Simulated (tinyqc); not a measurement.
Inside a calculation. Method: one-electron ion in a basis of Gaussians. Computed by tinyqc, a small Python program that keeps every step. Settings: Z = 5, l = 2. Command: `OMP_NUM_THREADS=1 python tinyqc.py 24440 24441 out.jsonl` (the two numbers bound the seeds that draw the settings). One thread of a shared host (Intel(R) Xeon(R) Processor @ 2.60GHz), about 0.01 s of CPU time with the checks.

## Matrices over normalised Gaussians

exponents of r^l exp(-a r^2) (1/bohr^2): 0.05487  0.17370  0.55020  1.74200  5.51600

Z = 5

l = 2

With p = a_i + a_j and I(k) = Gamma((k+1)/2) / (2 p^((k+1)/2)): S = I(2l+2), T = (2l+3) a_i a_j S / p, V = -Z I(2l+1), each divided by sqrt(S_ii S_jj).

S, lower triangle:
```
         1        2        3        4        5
1  1.00000
2  0.57613  1.00000
3  0.14356  0.57583  1.00000
4  0.02390  0.14353  0.57606  1.00000
5  0.00342  0.02389  0.14360  0.57600  1.00000
```

T (hartree), lower triangle:
```
         1        2        3        4         5
1  0.19204
2  0.16817  0.60795
3  0.05014  0.53215  1.92570
4  0.00890  0.15869  1.68609  6.09700
5  0.00130  0.02817  0.50289  5.33797  19.30600
```

V (hartree), lower triangle:
```
          1         2         3         4         5
1  -0.99680
2  -0.82881  -1.77353
3  -0.33602  -1.47419  -3.15645
4  -0.09642  -0.59776  -2.62432  -5.61646
5  -0.02432  -0.17150  -1.06422  -4.66933  -9.99427
```

## Generalised eigenproblem

H = T + V (hartree), lower triangle:
```
          1         2         3        4        5
1  -0.80475
2  -0.66065  -1.16558
3  -0.28588  -0.94205  -1.23075
4  -0.08752  -0.43907  -0.93823  0.48054
5  -0.02302  -0.14333  -0.56133  0.66864  9.31173
```

Solve H C = S C e through S^(-1/2); each column has its largest component positive (the first on a tie).

eigenvalues of S: 0.15452  0.36993  0.80973  1.48312  2.18270

eigenvalues (hartree): -1.38535  -0.76465  -0.41847  2.15195  14.16196

coefficients:
```
          1         2         3         4         5
1  -0.02419   0.77470  -1.00418  -0.21454   0.06748
2   0.50696   0.31328   1.37931   0.60910  -0.20223
3   0.57551  -0.53560  -0.80431  -1.18014   0.47513
4   0.09908  -0.07944  -0.11460   1.29150  -0.98633
5   0.01110  -0.00980  -0.01405  -0.02482   1.28776
```

For Z = 5 and l = 2 the exact lowest level is -Z^2/(2 n^2) with n = l + 1: -1.388889 hartree.
